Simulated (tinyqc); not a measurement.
# Hot electrons in a saturated n-channel MOSFET, lucky-electron model, step by step

tinyqc, about 0.01 s, one thread, Intel Xeon 2.30GHz (shared host): `OMP_NUM_THREADS=1 python tinyqc.py 2550013 2550014 out.jsonl` Printed values are rounded.

Beyond pinch-off the lateral field grows as Esat cosh(y/l) over the velocity-saturated region (pseudo-two-dimensional model). Impact ionisation in this region gives the substrate current, which biases the body forward through Rsub. Currents are per width. Local-field laws: they overstate ionisation when the field peak is narrower than an energy relaxation length.

Values chosen for this exercise; values close to those of silicon n-channel devices: channel length L = 0.5 um; oxide thickness tox = 13 nm; junction depth xj = 190 nm; threshold VT = 0.75 V; effective mobility mu = 380 cm^2/(V s); saturation velocity vs = 8.4e6 cm/s; ionisation prefactor Ai = 2e6 1/cm; ionisation field Bi = 1.85 MV/cm; resistance of the lightly doped drain Rd = 700 ohm um; substrate resistance Rsub = 4900 ohm um; fall of VT per volt of forward body bias kb = 0.27; hot-electron mean free path lm = 9.6 nm; oxide barrier pb = 3.2 V; prefactor of the gate current Cg = 0.0011; lifetime exponent m = 2.9; lifetime constant Hl = 32000 s uA/um; drain voltage Vd = 3.5 V; gate voltage Vg = 2.1 V.

Constants: eps0 = 8.8541878128e-14 F/cm where lengths are in cm. Results are converted to the units shown.

## Length and field scales

Cox = 3.9 eps0/tox, l = sqrt(3 tox xj), Esat = 2 vs/mu.

Cox = 0.265626 uF/cm^2
l = 86.0814 nm
Esat = 0.0442105 MV/cm
Esat L = 2.21053 V

## Iteration 1: body bias from the substrate current

Vb at the start = 0 V

Cox = 3.9 eps0/tox. Overdrive g = Vg - VT + kb Vb; Vdsat = g Esat L/(g + Esat L); Id = Cox vs (g - Vdsat); dV = Vd - Id Rd - Vdsat; Em = sqrt((dV/l)^2 + Esat^2); Isub = Id (Ai/Bi) l Em exp(-Bi/Em). Vb(new) = Rsub Isub.

Vdsat = 0.838137 V
Id = 114.210 uA/um
dV = 2.58192 V
Em = 0.303180 MV/cm
Isub = 0.721290 uA/um
Vb after iteration 1 = 0.00353432 V

## Iteration 2: body bias from the substrate current

As before.

Vdsat = 0.838505 V
Id = 114.340 uA/um
dV = 2.58146 V
Em = 0.303127 MV/cm
Isub = 0.721224 uA/um
Vb after iteration 2 = 0.00353400 V

## Course of the iteration: body bias from the substrate current

Stop when Vb changes by less than 1e-9 V, or after 60 iterations.

Course of the iteration:
```
iteration,Vb (V),|change| (V)
1,0.00353432,3.53e-3
2,0.00353400,3.24e-7
3,0.00353400,2.98e-11
```

Converged in 3 iterations. The change falls from 0.0035 in the first iteration to below the tolerance in the last.

## Gate current, lifetime and channel shortening

Id = 114.340 uA/um
dV = 2.58146 V
Em = 0.303127 MV/cm
Isub = 0.721224 uA/um

Ig = Cg Id exp(-pb/(lm Em)); lifetime tau = (Hl/Id)(Isub/Id)^(-m); length of the saturated region dL = l ln[(dV/l + Em)/Esat]. 1 year = 3.15576e7 s.

Isub/Id = 0.00630769
Ig = 2.10803 pA/um
tau = 21.2923 years
dL = 224.928 nm

The lifetime exceeds ten years. Integrating Ai exp(-Bi/E) over the cosh profile gives Isub/Id = 0.00559, so the closed form is 13 % above it.
